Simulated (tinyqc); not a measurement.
Strain-driven roughening and islands of a mismatched epitaxial film: one step, computed by the program tinyqc. Command: `OMP_NUM_THREADS=1 python tinyqc.py 3028544 3028545 out.jsonl island walk`. One thread of a shared host (Intel(R) Xeon(R) Processor @ 2.30GHz), about 0.01 s of CPU time with the checks.

Film and substrate share isotropic elastic constants; the film is coherent and biaxially strained.

Task: Asaro-Tiller-Grinfeld instability. A ripple A cos(k x) has the surface chemical potential per volume [gamma k^2 - 2 (1 + nu) w k] A cos(k x), so k_c = 2 (1 + nu) w/gamma. With surface diffusion the amplitude grows at the rate q = B k^2 [2 (1 + nu) w k - gamma k^2], fastest at k_m = (3/4) k_c. B is the surface mobility.

Inputs (values chosen for the exercise, modelled on GaN on AlN): Poisson ratio nu = 0.19; surface energy gamma = 1.76 J/m^2; surface mobility D_s nu_s Omega^2/(k_B T) = 4e-33 m^6/(J s).

Transport: surface diffusion.

energy density w = 199.4235 MJ/m^3

Give: k_c; critical wavelength; fastest wavelength; growth time 1/q at k_m.

Result:

k_c = 0.2697 1/nm

critical wavelength = 23.30 nm

fastest wavelength = 31.07 nm

growth time 1/q at k_m = 0.2546 s
